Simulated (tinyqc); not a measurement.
Changing the group-V flow F_V: precursor delivery by bubblers, mass-transport growth and the solid composition of a III-V alloy. Computed by tinyqc, a small Python program. Command: `OMP_NUM_THREADS=1 python tinyqc.py 3026568 3026569 out.jsonl movpe_thermo sweep`. One thread of a shared host (Intel(R) Xeon(R) Processor @ 2.30GHz), about 0.02 s of CPU time with the checks.

1 sccm = 44.615 micromol/min; 1 torr = 133.322 Pa. The sources decompose fully at the surface.

Inputs (values chosen for the exercise, modelled on triethylgallium (source 1) and trimethylindium (source 2) for the vapour pressures):
```
quantity                                                                                                  value        unit
bath temperature T1                                                                                         301           K
bath temperature T2                                                                                         289           K
bubbler pressure p_b                                                                                        600        torr
carrier flow F1                                                                                              26        sccm
carrier flow F2                                                                                             120        sccm
total flow F_t                                                                                              3.4         slm
reactor pressure p                                                                                          100        torr
growth temperature T                                                                                       1040           K
diffusivity at 273 K and 760 torr                                                                          0.37      cm^2/s
flow cross-section A                                                                                         49        cm^2
distance from the leading edge z                                                                            5.2          cm
lattice constant a                                                                                         5.55    angstrom
interaction L0 of the solid                                                                                6.36      kJ/mol
log10 of p_B,eq over pure BC at 1000 K and 1 torr of group V (exaggerated: liquid indium has about -4.1)   -2.3  log10 torr
enthalpy of that equilibrium H                                                                              300      kJ/mol
```

Alloy: mixing on the group-III sites, with desorption of B.

constants a, b of source 1 (log10 torr, K): 8.08  2162

constants a, b of source 2 (log10 torr, K): 10.49  3014

Constants: k_B = 1.380649e-23 J/K; R = 8.314462618 J/(mol K).

Method:
- log10 p_v = a - b/T_bath; molar flow = F x 44.615 x p_v/(p_b - p_v) for a saturated bubbler.
- p_i = p n_i/(44615 F_t), F_t in slm; p_V = p F_V/(1000 F_t), counted per molecule supplied; V/III = 44.615 F_V/(n1 + n2); vapour fraction of source 2 = n2/(n1 + n2).
- Mean velocity u = (F_t/A)(760/p)(T/273); D = D0 (T/273)^1.75 (760/p); boundary layer delta = sqrt(pi D z/u); flux = D dp/(delta k_B T); growth rate = flux x a^3/4.
- A sticks fully. B desorbs: its surface pressure is p_B* = x gamma_B K/sqrt(p_V), ln gamma_B = L0 (1 - x)^2/(R T), K = 10^(log10 K at 1000 K) exp[-(H/R)(1/T - 1/1000)], p_V in torr. With equal diffusivities x = (p_2 - p_B*)/(p_1 + p_2 - p_B*). Growth rate = rate per torr x p_1/(1 - x).

One run for each value:
```
group-V flow F_V (sccm)  solid fraction x  share of B incorporated, 1 - p_B*/p_2  V/III ratio
6.7                               0.07037                                0.11380         11.6
24.0                              0.12664                                0.21798         41.6
46.0                              0.16529                                0.29768         79.7
87.0                              0.20682                                0.39199        150.7
170.0                             0.24958                                0.49999        294.5
320.0                             0.28505                                0.59937        554.4
600.0                             0.31376                                0.68734       1039.5
```

Give the missing row, group-V flow F_V (sccm) = 13.0.

Computed row:
```
group-V flow F_V (sccm)  solid fraction x  share of B incorporated, 1 - p_B*/p_2  V/III ratio
13.0                              0.09621                                0.16002         22.5
```

Interpolating between the two neighbouring rows (the first column on a logarithmic scale, the others too where they are positive) misses most in solid fraction x, by 0.74 %. Over the rows, solid fraction x rises from 0.0704 to 0.314 (exponent d ln y / d ln x 0.47 between the first rows and 0.15 between the last); share of B incorporated, 1 - p_B*/p_2 rises from 0.114 to 0.687 (exponent d ln y / d ln x 0.51 between the first rows and 0.22 between the last); V/III ratio rises from 11.6 to 1040 (exponent d ln y / d ln x about 1.00 throughout). More group V lowers the equilibrium pressure of B as p_V^(-1/2) and so holds more B in the solid.

Caution (rows 6.70): so low a V/III ratio is near the limit of smooth growth. Caution (all rows): the boundary layer is a quarter or more of the root of the cross-section, so it fills much of the channel and depletion along the flow matters.

Extremes, crossings and ranges named in words are read from the listed rows.
